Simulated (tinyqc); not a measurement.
Worked calculation: Jacobi rotations on a symmetric matrix. One step of it, computed by the program tinyqc.

Question. Jacobi rotation 2. Take the largest off-diagonal element A_pq; tan 2 theta = 2 A_pq / (A_qq - A_pp) with |theta| <= pi/4; A' = J^T A J with J_pp = J_qq = cos, J_pq = sin, J_qp = -sin.

A', lower triangle:
```
,1,2,3,4,5
1,0.061000
2,-0.022623,0.275910
3,0.234762,0.000000,2.082090
4,0.038000,0.038386,0.066230,2.676000
5,0.168000,-0.236658,-0.246858,-0.080000,3.806000
```

Give: p, q, theta; A'.

Answer.

p, q, theta (rad): 3.0000  5.0000  -0.1395

A', lower triangle:
```
,1,2,3,4,5
1,0.0610
2,-0.0226,0.2759
3,0.2558,-0.0329,2.0474
4,0.0380,0.0384,0.0545,2.6760
5,0.1337,-0.2344,0.0000,-0.0884,3.8407
```
